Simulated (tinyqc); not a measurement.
# Dopant redistribution at a moving silicon-oxide interface during parabolic oxidation, step by step

A worked calculation. Computed by tinyqc, a small Python program that keeps every step. Command: `OMP_NUM_THREADS=1 python tinyqc.py 3001717 3001718 out.jsonl segox walk`. One thread of a shared host (Intel(R) Xeon(R) Processor @ 2.30GHz), about 0.01 s of CPU time with the checks. Intermediate numbers are printed to about 6 digits and carried at full precision; extremes and crossings named in words are read from the listed rows.

Uniformly doped silicon is oxidised with x_ox = sqrt(B t); the interface advances into the silicon by alpha x_ox, alpha = 0.44. The dopant does not move in the oxide, and at the interface C(silicon) = m C(oxide).

Inputs (values chosen for the exercise, modelled on boron in silicon under dry oxygen): dopant prefactor D0 = 0.816 cm^2/s; dopant activation energy E = 3.49 eV; oxidation prefactor B0 = 809 um^2/h; oxidation activation energy E_B = 1.24 eV; segregation coefficient m = C(silicon)/C(oxide) = 0.24; bulk doping C_B = 2.2e+15 1/cm^3; temperature T = 1075 C; time t = 0.64 h.

Constants: k_B = 8.617333262e-05 eV/K.

## Rates

D = D0 exp(-E/(k_B T)), converted with 1 cm^2/s = 3.6e11 um^2/h; B = B0 exp(-E_B/(k_B T)); s = alpha sqrt(B/(4 D)), the interface advance over 2 sqrt(D t). Temperatures in kelvin are T(C) + 273.15.

D = 0.0263848 um^2/h

B = 0.0187269 um^2/h

s = 0.185344

oxide thickness = 0.109477 um

diffusion length 2 sqrt(D t) = 0.259894 um

Diffusion outruns the interface. Caution: in this case the oxide is not much thicker than a typical Deal-Grove length A, so real growth is slower than parabolic. Caution: parabolic growth needs an oxide much thicker than the Deal-Grove length A, which fails for thin films and low temperatures; oxidation-enhanced or retarded diffusion is ignored.

## Interface concentration

With the dopant diffusivity D and s = alpha x_ox/(2 sqrt(D t)), in the silicon C = C_B + (C_s - C_B) erfc(y/(2 sqrt(D t)))/erfc(s), y from the original surface. Dopant balance at the interface gives C_s/C_B = 1/[1 + (1/(m alpha) - 1) g], g = sqrt(pi) s exp(s^2) erfc(s).

g = 0.269695

ratio C_s/C_B = 0.304485

C_s in the silicon = 6.69867e+14 1/cm^3

concentration in the oxide = 2.79111e+15 1/cm^3

m alpha = 0.106: the oxide takes more dopant than the consumed silicon held, so the silicon is depleted. For a very fast interface the ratio would tend to m alpha.

## Dose moved

Consumed silicon held alpha x_ox C_B; the oxide holds x_ox times the dopant concentration in the oxide; the difference is the excess in the silicon; 1 um = 1e-4 cm.

dopant in the consumed silicon = 1.05974e+10 1/cm^2

dopant in the oxide = 3.05563e+10 1/cm^2

excess in the silicon = -1.99589e+10 1/cm^2

## Profile below the interface

Depths z are counted from the present interface: y/(2 sqrt(D t)) = s + z/(2 sqrt(D t)); take z/(2 sqrt(D t)) = 0, 0.05, 0.1, 0.2, 0.3, 0.5, 0.75, 1, 1.5.

Profile:
```
z/(2 sqrt(D t))    z (um)     C/C_B
0.00             0.000000  0.304485
0.05             0.012995  0.351804
0.10             0.025989  0.398022
0.20             0.051979  0.486380
0.30             0.077968  0.568193
0.50             0.129947  0.708518
0.75             0.194921  0.836992
1.00             0.259894  0.917866
1.50             0.389842  0.984961
```

## Temperature and segregation coefficient

The formulas are those given above.

C_s/C_B:
```
T (C)        s    this m   m = 0.2  m = 1/alpha   m = 10
850    1.28967  0.125563  0.105026            1  2.74249
900    0.78583  0.146451  0.122978            1  2.13555
950    0.49862  0.178127  0.150473            1  1.72697
1000   0.32789  0.221067  0.188274            1  1.47376
1050   0.22256  0.274468  0.236155            1  1.31782
1100   0.15539  0.336243  0.292787            1  1.21966
1150   0.11126  0.403283  0.355807            1  1.15606
1200   0.08149  0.472020  0.422176            1  1.11365
```

s falls from 1.29 to 0.0815 as T rises, because diffusion has the larger activation energy (3.49 against 1.24 eV); the ratio for this m moves from 0.126 to 0.472, towards 1. At m = 1/alpha the oxide takes exactly what the silicon held, and nothing moves. The ratio does not depend on time, since both lengths grow as sqrt(t).

Checks made by the program: excess against the integral of the profile (relative difference below 1e-10).
